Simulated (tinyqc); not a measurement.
Comparisons within one model: density of states of one tight-binding band on the simple cubic lattice. A value that a table varies takes the place of the one given here.

E(k) = -2 t (c1 + c2 + c3) - 4 t2 (c1 c2 + c2 c3 + c3 c1) with ci = cos(2 pi ki); k in fractions of the reciprocal vectors, mesh k_i = j/N with j = 0 .. N-1. Densities are per cell and per spin, so the band holds one state.

Each cube of the mesh, corners numbered 0 to 7 as the binary number (i j l), is cut into six tetrahedra around the diagonal 0-7: 0137, 0157, 0237, 0267, 0457, 0467. For corner energies e1 <= e2 <= e3 <= e4 and eij = ei - ej, the share of the tetrahedron below E is n = (E - e1)^3/(e21 e31 e41) for e1 < E < e2; n = [e21^2 + 3 e21 x + 3 x^2 - (e31 + e42) x^3/(e32 e42)]/(e31 e41) with x = E - e2 for e2 < E < e3; n = 1 - (e4 - E)^3/(e41 e42 e43) for e3 < E < e4; its density of states is g = dn/dE.

Gaussian broadening: g(E) = mean over the mesh of exp(-(E - E_k)^2/(2 sigma^2))/(sigma sqrt(2 pi)), n(E) = mean of erfc((E_k - E)/(sigma sqrt 2))/2.

Inputs chosen for the exercise: t = 2.09 eV (nearest hopping); t2 = -0.41 eV (second hopping); N2 = 8 (mesh points along each axis in this comparison); sigma = 1.045 eV (Gaussian width); E = 1.28 eV (energy at which the density is wanted).

## Three ways to the same curve

N = N2 here; the reference is the linear method with N = 36.

g(E) (1/eV):
```
E (eV),reference,linear tetrahedra,"Gaussian, sigma","Gaussian, sigma/4",reference n(E)
-5.339,0.098,0.094,0.084,0.083,0.152
-3.059,0.078,0.081,0.077,0.099,0.349
-0.779,0.069,0.073,0.075,0.142,0.516
1.501,0.063,0.067,0.052,0.032,0.666
3.781,0.039,0.040,0.048,0.031,0.787
6.061,0.026,0.027,0.021,0.003,0.860
8.341,0.019,0.019,0.025,0.070,0.911
10.621,0.014,0.013,0.010,0.002,0.948
12.901,0.010,0.009,0.011,0.016,0.974
15.181,0.006,0.004,0.006,0.017,0.992
```

What can be read from the table?

Root-mean-square errors against the reference: 0.0026 for linear tetrahedra, 0.0070 for sigma and 0.0326 for sigma/4. The narrow Gaussian is worse than the wide one, because it resolves the separate mesh levels. The reference is highest at -5.339 eV of the energies listed, and half filling lies between -3.059 and -0.779 eV.

## Convergence with the mesh

At the energy E; the plain count is the share of mesh points below E; the reference is the linear method with N = 36.

Results:
```
N,points,g linear,n linear,g Gaussian,n Gaussian,n plain count
4,64,0.0746,0.6622,0.0342,0.6478,0.6562
6,216,0.0716,0.6542,0.0624,0.6399,0.6111
8,512,0.0670,0.6521,0.0528,0.6489,0.6367
12,1728,0.0644,0.6525,0.0626,0.6501,0.6586
16,4096,0.0640,0.6519,0.0621,0.6498,0.6401
20,8000,0.0637,0.6519,0.0620,0.6498,0.6498
```

reference n and g: 0.6517  0.0633

How do the results move?

The linear n(E) stays within 0.002 of the reference from N = 8 on. The Gaussian g stays within 1 % of its last value from N = 12 on; it tends to the broadened curve, not the true one. At the last mesh it lies -0.001 1/eV from the reference g and the linear g 0.000. The plain count errs by -0.0020 at the last mesh.

## Critical points

The gradient vanishes at these points by symmetry; the signs of the eigenvalues of the second-derivative matrix give the type.

Critical points:
```
point,k,E (eV),positive,negative,type
Gamma,"(0, 0, 0)",-7.6200,3,0,minimum
X,"(0.5, 0, 0)",-5.8200,2,1,saddle
M,"(0.5, 0.5, 0)",2.5400,1,2,saddle
R,"(0.5, 0.5, 0.5)",17.4600,0,3,maximum
```

How do the results move?

Gamma is a minimum at -7.620 eV: its contribution to g starts as a square root. X is a saddle at -5.820 eV: g has a square-root kink there. M is a saddle at 2.540 eV: g has a square-root kink there. R is a maximum at 17.460 eV: its contribution to g ends as a square root.

## What moves the count of states

Linear method and Gaussian sum with N = 14. Each row changes one parameter from the base and keeps the others.

Results:
```
case,n linear,g linear (1/eV),n Gaussian,g Gaussian (1/eV)
base,0.6521,0.0651,0.6499,0.0623
t = 2.299 eV,0.6389,0.0595,0.6375,0.0581
E = 1.489 eV,0.6656,0.0642,0.6628,0.0612
sigma = 2.09 eV,0.6521,0.0651,0.6410,0.0592
t2 = -0.305 eV,0.6364,0.0657,0.6346,0.0643
```

What does this show?

The largest shifts from the base row, up to three for each result and ties (the steps differ in size, so this ranks the rows, not the parameters). n linear: t2 -0.0157, E +0.0135, t -0.0132; unchanged at the printed digits by sigma. g linear (1/eV): t -0.0057, E -0.0009, t2 +0.0006; unchanged at the printed digits by sigma. n Gaussian: t2 -0.0152, E +0.0129, t -0.0124. g Gaussian (1/eV): t -0.0042, sigma -0.0031, t2 +0.0021.

(tinyqc, `OMP_NUM_THREADS=1 python tinyqc.py 1681443 1681444 out.jsonl`, Intel(R) Xeon(R) Processor @ 2.30GHz, 1 thread, shared host, about 0.2 s.)
